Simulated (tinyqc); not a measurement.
Tuning the antireflection layer: standing waves and exposure in a photoresist film.

Normal incidence from air. Unexposed resist: N1 = n1 + i k1 with k1 = (A + B) lam/(4 pi), lam in micrometres. r01 = (1 - N1)/(1 + N1), t01 = 2/(1 + N1). Below the resist lie the layer Na = na + i ka and the substrate Ns = ns + i ks: r12 = (r1a + ras x)/(1 + r1a ras x), x = exp(4 pi i Na da/lam), r1a = (N1 - Na)/(N1 + Na), ras = (Na - Ns)/(Na + Ns). With p = exp(2 pi i N1 d/lam), the field at depth z is E(z) = t01 [exp(2 pi i N1 z/lam) + r12 p^2 exp(-2 pi i N1 z/lam)]/(1 + r01 r12 p^2), the relative intensity I(z) = n1 |E(z)|^2 and the reflectance R = |(r01 + r12 p^2)/(1 + r01 r12 p^2)|^2.

Inputs chosen for the exercise (a resist on Al, indices near tabulated ones; not measured data):
```
symbol  value  unit          meaning
lam     193    nm            vacuum wavelength
n1      1.726                resist index
A       0.06   1/micrometre  bleachable absorption (Dill A)
B       0.32   1/micrometre  fixed absorption (Dill B)
d       241    nm            resist thickness
ns      0.11                 substrate n
ks      2.207                substrate k
na      1.773                n of the bottom antireflection layer
ka      0.307                its k
```

da takes the values listed; the contrast is (Imax - Imin)/(Imax + Imin) over the lowest period of the resist (60 depths).

Results:
```
da (nm)  |r12|^2  contrast
0         0.9019     0.997
10        0.5276     0.947
20        0.2263     0.772
30        0.1212     0.620
50        0.1449     0.654
60        0.1032     0.573
75        0.0164     0.253
90        0.0125     0.225
110       0.0312     0.334
140       0.0024     0.091
```

Give the missing row, da (nm) = 40.

Computed row:
```
da (nm)  |r12|^2  contrast
40        0.1300     0.639
```

|r12|^2 starts at 0.9019 and is lowest, 0.0024, at 140 nm of those listed, where the contrast is 0.091 against 0.997. The contrast follows 2|r|/(1 + |r|^2), so even |r12|^2 = 0.01 leaves about 0.2. Values below 0.01 occur at 140 nm.

Program tinyqc; command `OMP_NUM_THREADS=1 python tinyqc.py 1652580 1652581 out.jsonl`; about 0.01 s on one thread of a shared Intel(R) Xeon(R) Processor @ 2.30GHz.
